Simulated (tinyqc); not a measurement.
# Estimate of lattice thermal conductivity from elastic moduli (Slack, Klemens and Cahill formulas), step by step

A worked calculation. Computed by tinyqc, a small Python program that keeps every step. Command: `OMP_NUM_THREADS=1 python tinyqc.py 3018948 3018949 out.jsonl slack walk`. One thread of a shared host (Intel(R) Xeon(R) Processor @ 2.30GHz), about 0.01 s of CPU time with the checks. Intermediate numbers are printed to about 7 digits and carried at full precision; extremes and crossings named in words are read from the listed rows.

An isotropic solid.

Inputs (values chosen for the exercise, for a model crystal):

| quantity | value | unit |
|---|---|---|
| bulk modulus B | 108 | GPa |
| shear modulus G | 39.8 | GPa |
| volume per atom V | 14 | angstrom^3 |
| mean atomic mass M | 13.2 | u |
| atoms per primitive cell n | 2 | - |
| volume expansion coefficient alpha_V | 24.1 | ppm/K |
| temperature T | 300 | K |
| disorder parameter Gamma | 0.0051 | - |
| grain size d | 9900 | nm |

Grueneisen parameter: from thermal expansion.

Constants: u = 1.6605390666e-27 kg; hbar = 1.054571817e-34 J s; k_B = 1.380649e-23 J/K; h = 6.62607015e-34 J s.

## Velocities, Poisson ratio and Debye temperature

rho = M/V; vL = sqrt((B + 4G/3)/rho), vT = sqrt(G/rho); v_m = [(vL^-3 + 2 vT^-3)/3]^(-1/3); Poisson ratio sigma = (3B - 2G)/(6B + 2G); Theta = hbar v_m (6 pi^2/V)^(1/3)/k_B.

density rho = 1565.651 kg/m^3

vL = 10142.74 m/s

vT = 5041.898 m/s

v_m = 5657.994 m/s

Poisson ratio sigma = 0.3358988

Debye temperature Theta = 698.9236 K

## Grueneisen parameter

gamma = alpha_V B V/(3 k_B), with the classical heat capacity 3 k_B per atom.

Grueneisen parameter gamma = 0.8797602

## Conductivity of the perfect crystal

Slack, an estimate for T near or above Theta_a: kappa = A M Theta_a^3 delta n^(1/3)/(gamma^2 T) in W/(m K), with M in u, delta = V^(1/3) in angstrom, Theta_a = Theta n^(-1/3) and A = 2.43e-6/(1 - 0.514/gamma + 0.228/gamma^2).

acoustic Debye temperature Theta_a = 554.7360 K

A = 3.420936e-06

kappa of the perfect crystal = 100.8124 W/(m K)

Caution: T lies below Theta_a, where umklapp processes begin to freeze out and the Slack formula can fall short.

## Point defects and grains

High-temperature forms with the classical heat capacity. Klemens: kappa/kappa_0 = arctan(u)/u, u^2 = pi^2 Theta V Gamma kappa_0/(h v_m^2). Grains: 1/kappa_poly = 1/kappa + 1/(C v_m d/3), C = 3 k_B/(n V), the acoustic branches alone.

disorder scale u = 1.529961

kappa with point defects = 65.35755 W/(m K)

grain-boundary limit = 27619.95 W/(m K)

kappa of the polycrystal = 65.20326 W/(m K)

Point defects remove 35 % of kappa. Grains remove a further 0 %.

## Minimum conductivity

Cahill minimum: kappa_min = (pi/6)^(1/3) k_B V^(-2/3) sum over L, T, T of v (T/Theta_i)^2 int_0^(Theta_i/T) x^3 e^x/(e^x - 1)^2 dx, Theta_i = Theta v_i/v_m (64 Gauss-Legendre points). Its high-temperature limit is (1/2) (pi/6)^(1/3) k_B V^(-2/3) (vL + 2 vT).

kappa_min = 1.347906 W/(m K)

its high-temperature limit = 1.937414 W/(m K)

kappa_poly/kappa_min = 48.37374

## All estimates against temperature

The formulas are those given above.

Kappa (W/(m K)):

| T (K) | perfect crystal | with point defects | polycrystal | minimum |
|---|---|---|---|---|
| 200 | 151.2187 | 87.20364 | 86.92918 | 0.991855 |
| 300 | 100.8124 | 65.35755 | 65.20326 | 1.347906 |
| 400 | 75.6093 | 52.74325 | 52.64272 | 1.550219 |
| 550 | 54.9886 | 41.18649 | 41.12517 | 1.709301 |
| 750 | 40.3250 | 32.04510 | 32.00796 | 1.807014 |
| 1000 | 30.2437 | 25.17258 | 25.14966 | 1.861632 |
| 1300 | 23.2644 | 20.06241 | 20.04785 | 1.891778 |
| 1700 | 17.7904 | 15.81192 | 15.80288 | 1.910439 |

The perfect crystal follows 1/T. With point defects the exponent runs from -0.71 to -0.89 (the strong-disorder limit is -1/2), and with grains from -0.71 to -0.89. At the highest T it is still 8.3 times the minimum. Rows below Theta_a = 555 K are outside the range of the Slack formula.

Checks made by the program: arctan(u)/u against the Debye integral of 1/(1 + u^2 y^2) (relative difference below 1e-10).
